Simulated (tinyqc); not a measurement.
Two-band massive Dirac model of the K valleys: one step. The curvature from a plaquette. Four cases, with inputs chosen for the exercise.

Task: Corners counter-clockwise around k, from (-h/2, -h/2); upper eigenvector u with its first component real and positive; Omega = -(sum of arg <u_j|u_(j+1)>)/h^2.

Basis (conduction, valence): H = [[D/2, a t (tau kx - i ky)], [a t (tau kx + i ky), -D/2 + lam tau sz]], valley tau = +/-1, spin sz = +/-1. The gap of a spin and valley is G = D - lam tau sz. Berry curvature Omega = curl of i<u|grad u>; for the conduction band Omega_c = -tau 2 a^2 t^2 G/(G^2 + 4 a^2 t^2 k^2)^(3/2), and Omega_v = -Omega_c.

Give: Corners; Omega_c from the plaquette.

Case 1.

Values chosen (near those used for monolayer WS2; not measured data): a = 3.198 angstrom (lattice constant); D = 1.89 eV (gap parameter); t = 1.46 eV (effective hopping); lam = 0.244 eV (half the valence spin splitting); tau = -1 (valley); sz = -1 (spin); k = (-0.118, 0.063) 1/angstrom (wave vector from the valley); h = 0.02 1/angstrom (side of the plaquette).

Result:

Corners:
```
j       kx      ky      u_c               u_v  arg <u_j|u_j+1> (rad)
1  -0.1280  0.0530  0.94505  0.30207+0.12507i               0.006138
2  -0.1080  0.0530  0.95550  0.26482+0.12996i               0.012732
3  -0.1080  0.0730  0.94974  0.25935+0.17530i              -0.008123
4  -0.1280  0.0730  0.94001  0.29635+0.16901i              -0.014000
```

Omega_c from the plaquette = 8.133 angstrom^2

The formula at the centre gives 8.135; the plaquette averages over its area.

Case 2.

Values chosen (near those used for monolayer MoSe2; not measured data): a = 3.316 angstrom (lattice constant); D = 1.54 eV (gap parameter); t = 1.01 eV (effective hopping); lam = 0.079 eV (half the valence spin splitting); tau = -1 (valley); sz = -1 (spin); k = (-0.026, 0.093) 1/angstrom (wave vector from the valley); h = 0.01 1/angstrom (side of the plaquette).

Result:

Corners:
```
j       kx      ky      u_c               u_v  arg <u_j|u_j+1> (rad)
1  -0.0310  0.0880  0.97965  0.06669+0.18933i               0.004089
2  -0.0210  0.0880  0.98074  0.04534+0.19000i               0.000967
3  -0.0210  0.0980  0.97690  0.04478+0.20896i              -0.004441
4  -0.0310  0.0980  0.97586  0.06587+0.20825i              -0.001417
```

Omega_c from the plaquette = 8.033 angstrom^2

The formula at the centre gives 8.035; the plaquette averages over its area.

Case 3.

Values chosen (near those used for monolayer WS2; not measured data): a = 3.203 angstrom (lattice constant); D = 1.9 eV (gap parameter); t = 1.39 eV (effective hopping); lam = 0.193 eV (half the valence spin splitting); tau = -1 (valley); sz = 1 (spin); k = (-0.012, 0.118) 1/angstrom (wave vector from the valley); h = 0.02 1/angstrom (side of the plaquette).

Result:

Corners:
```
j       kx      ky      u_c               u_v  arg <u_j|u_j+1> (rad)
1  -0.0220  0.1080  0.97606  0.04341+0.21310i               0.008439
2  -0.0020  0.1080  0.97689  0.00396+0.21368i               0.000153
3  -0.0020  0.1280  0.96907  0.00386+0.24675i              -0.009496
4  -0.0220  0.1280  0.96832  0.04230+0.24612i              -0.001670
```

Omega_c from the plaquette = 6.435 angstrom^2

The formula at the centre gives 6.440; the plaquette averages over its area.

Case 4.

Values chosen (near those used for monolayer MoS2; not measured data): a = 3.202 angstrom (lattice constant); D = 1.66 eV (gap parameter); t = 1.1 eV (effective hopping); lam = 0.064 eV (half the valence spin splitting); tau = -1 (valley); sz = -1 (spin); k = (-0.001, 0.016) 1/angstrom (wave vector from the valley); h = 0.01 1/angstrom (side of the plaquette).

Result:

Corners:
```
j       kx      ky      u_c                u_v  arg <u_j|u_j+1> (rad)
1  -0.0060  0.0110  0.99962   0.01323+0.02425i               0.000535
2   0.0040  0.0110  0.99967  -0.00882+0.02425i              -0.000194
3   0.0040  0.0210  0.99889  -0.00880+0.04619i              -0.001016
4  -0.0060  0.0210  0.99885   0.01320+0.04618i              -0.000291
```

Omega_c from the plaquette = 9.663 angstrom^2

The formula at the centre gives 9.668; the plaquette averages over its area.

Computed by tinyqc, one run a case: `OMP_NUM_THREADS=1 python tinyqc.py N N+1 out.jsonl` with N = 1450093, 1450239, 1450449, 1450607; one thread of a shared Intel(R) Xeon(R) Processor @ 2.30GHz, about 0.01 s a run at most.
